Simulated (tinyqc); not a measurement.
Density of states of one tight-binding band on the triangular lattice, step by step. Values are carried at full precision from step to step, so a last printed digit may differ when a step is redone from the rounded ones.

E(k) = -2 t (cos 2 pi k1 + cos 2 pi k2 + cos 2 pi (k1 + k2)); k in fractions of the reciprocal vectors, mesh k_i = j/N with j = 0 .. N-1. Densities are per cell and per spin, so the band holds one state.

Inputs chosen for the exercise: t = 0.81 eV (nearest hopping); N = 4 (mesh points along each axis); bins = 8 (bins of the histogram); E_lo = -4.913 eV (lower end of the histogram); E_hi = 2.517 eV (upper end); E = -1.46 eV (energy at which the density is wanted); sigma = 0.243 eV (Gaussian width).

## Energies on the mesh

Evaluate the band at all 16 points and collect equal values.

Distinct energies:
```
E_k (eV)  points
-4.8600        1
-1.6200        6
1.6200         9
```

The 16 points give 3 distinct energies between -4.8600 and 1.6200 eV; a dense mesh gives a band from -4.860 to 2.430 eV.

## Histogram

Count the points in equal bins from E_lo to E_hi; g = count/(all points x bin width).

Histogram:
```
from (eV)  to (eV)  points  g (1/eV)
-4.9130    -3.9842       1    0.0673
-3.9842    -3.0555       0    0.0000
-3.0555    -2.1267       0    0.0000
-2.1267    -1.1980       6    0.4038
-1.1980    -0.2692       0    0.0000
-0.2692     0.6595       0    0.0000
0.6595      1.5882       0    0.0000
1.5882      2.5170       9    0.6057
```

Empty bins: 5 of 8; the fullest holds 9 points. Empty bins inside the band come from the coarse mesh, not from gaps.

## Gaussian broadening at one energy

Gaussian broadening: g(E) = mean over the mesh of exp(-(E - E_k)^2/(2 sigma^2))/(sigma sqrt(2 pi)), n(E) = mean of erfc((E_k - E)/(sigma sqrt 2))/2.

Sum over the distinct energies with their counts.

n(E) = 0.3418
g(E) = 0.4957 1/eV

## Sum over all linear triangles

Each cell of the mesh is cut along (i+1, j)-(i, j+1) into two triangles. For corner energies e1 <= e2 <= e3 and eij = ei - ej, the share of the triangle below E is n = (E - e1)^2/(e21 e31) for e1 < E < e2 and n = 1 - (e3 - E)^2/(e31 e32) for e2 < E < e3; its density of states is g = dn/dE.

Average n and g over all pieces of the mesh. The reference uses the same method with N = 240.

n(E) = 0.2065
g(E) = 0.1215 1/eV
reference n(E) = 0.240
reference g(E) = 0.091 1/eV

On this mesh the linear method errs by +0.030 1/eV in g and -0.034 in n; the Gaussian sum erred by +0.405 and +0.101.

## Checks

- States below the top of the band by the linear method against one: both 1.000000.

Run: tinyqc, `OMP_NUM_THREADS=1 python tinyqc.py 1681068 1681069 out.jsonl`; Intel(R) Xeon(R) Processor @ 2.30GHz, one thread, shared host; about 0.09 s of CPU time with all checks.
